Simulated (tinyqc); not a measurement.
Inversion-layer mobility, back-scattering and ballistic limit of a field-effect transistor: one step, computed by the program tinyqc.

The charge at the top of the source barrier is fixed by the gate; series resistance and short-channel effects are left out. F_j are Fermi integrals normalised to exp(eta) in the classical limit.

Task: Back-scattering. F_j(eta) = (1/Gamma(j + 1)) int_0^infinity x^j/(1 + exp(x - eta)) dx, F_0 = ln(1 + exp(eta)). Integrals over x = E/(k_B T) use 160 Gauss-Legendre points in u = sqrt(x) from 0 to sqrt(max(eta, 0) + 32). Ballistic channel: N_2D = g_v m k_B T/(pi hbar^2), U = e V_D/(k_B T); eta_F solves N_inv = (N_2D/2)[F_0(eta_F) + F_0(eta_F - U)]; v_T = sqrt(2 k_B T/(pi m)); I/W = e (N_2D/2) v_T [F_1/2(eta_F) - F_1/2(eta_F - U)]; injection velocity v_T F_1/2(eta_F)/F_0(eta_F). Mean free path lambda = (2 k_B T/e)(mu/v_T) F_0(eta_0)/F_-1/2(eta_0), with eta_0 from N_inv = N_2D F_0(eta_0); critical length l = L (1 + U)^(-a), an empirical rule; back-scattering r = l/(l + lambda). Then eta solves N_inv = (N_2D/2)[(1 + r) F_0(eta) + (1 - r) F_0(eta - U)] and I/W = e (N_2D/2) v_T (1 - r)[F_1/2(eta) - F_1/2(eta - U)]. Ballistic ratio: I over the ballistic current. Apparent mobility 1/(1/mu + 1/mu_B), mu_B = mu L/lambda.

Inputs (values chosen for the exercise, modelled on a strained silicon n-channel): transport mass m = 0.19 m_0; valley degeneracy g_v = 2; drain voltage V_D = 1.2 V; channel length L = 36 nm; exponent a of the critical length = 0.72; temperature T = 300 K.

Statistics at the top of the barrier: Fermi-Dirac.

inversion density N_inv = 1.110796e+13 1/cm^2

effective mobility mu = 491.7894 cm^2/(V s)

Constants: m_0 = 9.1093837015e-31 kg; k_B = 1.380649e-23 J/K; hbar = 1.054571817e-34 J s; k_B = 8.617333262e-05 eV/K; e = 1.602176634e-19 C.

Give: eta_0; mean free path lambda; critical length l; back-scattering coefficient r; current I/W; ballistic ratio; apparent low-field mobility.

Result:

eta_0 = 2.638

mean free path lambda = 32.43 nm

critical length l = 2.237 nm

back-scattering coefficient r = 0.06452

current I/W = 3432 microampere/micrometre

ballistic ratio = 0.8562

apparent low-field mobility = 258.7 cm^2/(V s)

L/lambda = 1.11, but at this drain voltage only the first 2.24 nm can return a carrier to the source, so the device works at 86 % of its ballistic limit. Caution: in a degenerate gas the layer that can return carriers is set by E_F rather than k_B T, so l is underestimated.
